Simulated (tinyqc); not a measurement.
# On-chip interconnect, size-dependent resistivity and RC delay, step by step

Program tinyqc, `OMP_NUM_THREADS=1 python tinyqc.py 2100004 2100005 out.jsonl`; Intel Xeon 2.30GHz, shared host, one thread, about 0.01 s. Printed values are rounded.

A rectangular line between two neighbours and two ground planes. Surface and grain-boundary scattering are added to the bulk resistivity as corrections; capacitances are parallel-plate values without fringing; inductance is ignored.

Values chosen for this exercise; metal values close to those of copper:
```
symbol,value,unit,meaning
rho0,1.65,uohm cm,bulk resistivity
lam,39.8,nm,bulk mean free path
ps,0.2,,specular share of surface scattering
Rg,0.23,,reflection coefficient of grain boundaries
gr,1,,grain size over the metal width
wd,46,nm,drawn line width
AR,1.6,,"aspect ratio, height over width"
tl,2.5,nm,"liner on both walls and the bottom, not conducting"
sp,46,nm,space to the neighbouring lines
hd,86,nm,dielectric height to the planes above and below
ek,3,,relative permittivity of the dielectric
Mf,2,,Miller factor of the neighbours
Lw,7.5,um,line length
Rd,7100,ohm,driver resistance
Cl,0.077,fF,load capacitance
dt,2.6,ps,time step
```

Constants: eps0 = 8.8541878128e-12 F/m. Results are converted to the units shown.

## Resistivity, resistance and capacitance per length

Metal width x = wd - 2 tl, height y = AR wd - tl; grain boundaries (Mayadas-Shatzkes): al = (lam/(gr x)) Rg/(1 - Rg), g = 1/[1 - 3 al/2 + 3 al^2 - 3 al^3 ln(1 + 1/al)] - 1; surfaces (Fuchs-Sondheimer, thick limit): s = (3/8) lam (1 - ps)(1/x + 1/y); rho = rho0 (1 + g + s); r = rho/(x y); c = eps0 ek (2 wd/hd + 2 Mf AR wd/sp).

x = 41 nm
y = 71.1 nm
al = 0.289959
g = 0.412179
s = 0.459152
rho = 3.08770 uohm cm
r = 10.5921 ohm/um
c = 0.198416 fF/um

rho is 1.87 times the bulk value; surfaces add more (0.459 against 0.412). The liner takes 13.9 % of the cross-section.

## Ladder and Elmore delays

5 equal pi sections: series Rs = r Lw/5; node capacitances c Lw/5, halved at nodes 0 and 5, with Cl added to node 5; Rd feeds node 0. Elmore delay of node k: the sum, over the resistors on the path to k, of resistance times all capacitance downstream of it.

Rs = 15.8881 ohm

| node | C (fF) | Elmore delay (ps) |
|---|---|---|
| 0 | 0.148812 | 11.1124 |
| 1 | 0.297624 | 11.1349 |
| 2 | 0.297624 | 11.1526 |
| 3 | 0.297624 | 11.1657 |
| 4 | 0.297624 | 11.1740 |
| 5 | 0.225812 | 11.1776 |

The far-end value equals Rd (c Lw + Cl) + r Lw (c Lw/2 + Cl) for any number of pi sections; the line resistance contributes 0.584 % of it.

## Step 1: node voltages after a time step

| node | v at t = 0 (V) |
|---|---|
| 0 | 0 |
| 1 | 0 |
| 2 | 0 |
| 3 | 0 |
| 4 | 0 |
| 5 | 0 |

A 1 V step is applied behind Rd at t = 0. C dv/dt = -G v + b, with G the conductance matrix of the ladder (1/Rs between neighbours, 1/Rd added at node 0) and b = (1 V/Rd, 0, ...). Trapezoidal step: (C/dt + G/2) v(new) = (C/dt - G/2) v + b.

| node | v at t = 1 dt (V) |
|---|---|
| 0 | 0.215635 |
| 1 | 0.212034 |
| 2 | 0.209204 |
| 3 | 0.207136 |
| 4 | 0.205821 |
| 5 | 0.205254 |

## Step 2: node voltages after a time step

As before.

| node | v at t = 2 dt (V) |
|---|---|
| 0 | 0.372571 |
| 1 | 0.373298 |
| 2 | 0.373840 |
| 3 | 0.374220 |
| 4 | 0.374455 |
| 5 | 0.374554 |

## Course in time

A 1 V step is applied behind Rd at t = 0. C dv/dt = -G v + b, with G the conductance matrix of the ladder (1/Rs between neighbours, 1/Rd added at node 0) and b = (1 V/Rd, 0, ...). Trapezoidal step: (C/dt + G/2) v(new) = (C/dt - G/2) v + b. The last column solves the same ladder exactly by its modes.

Voltages (V):

| t (ps) | node 0 | node 2 | node 5 | node 5, exact |
|---|---|---|---|---|
| 2.600 | 0.2156 | 0.2092 | 0.2053 | 0.2063 |
| 5.200 | 0.3726 | 0.3738 | 0.3746 | 0.3713 |
| 7.800 | 0.5102 | 0.5050 | 0.5018 | 0.5020 |
| 10.40 | 0.6059 | 0.6079 | 0.6090 | 0.6056 |
| 13.00 | 0.6946 | 0.6901 | 0.6875 | 0.6876 |
| 15.60 | 0.7520 | 0.7545 | 0.7558 | 0.7525 |
| 18.20 | 0.8101 | 0.8060 | 0.8038 | 0.8040 |
| 20.80 | 0.8435 | 0.8462 | 0.8477 | 0.8447 |
| 23.40 | 0.8823 | 0.8786 | 0.8766 | 0.8770 |
| 26.00 | 0.9008 | 0.9037 | 0.9052 | 0.9026 |
| 28.60 | 0.9275 | 0.9240 | 0.9222 | 0.9228 |
| 31.20 | 0.9367 | 0.9397 | 0.9411 | 0.9389 |

The far end of the ladder reaches 0.5 V at 7.754 ps, 0.694 of its Elmore delay (ln 2 = 0.693 for a single pole); the slowest mode has a time constant of 11.16 ps. The largest error of the trapezoidal steps at that node is 3.5 mV.
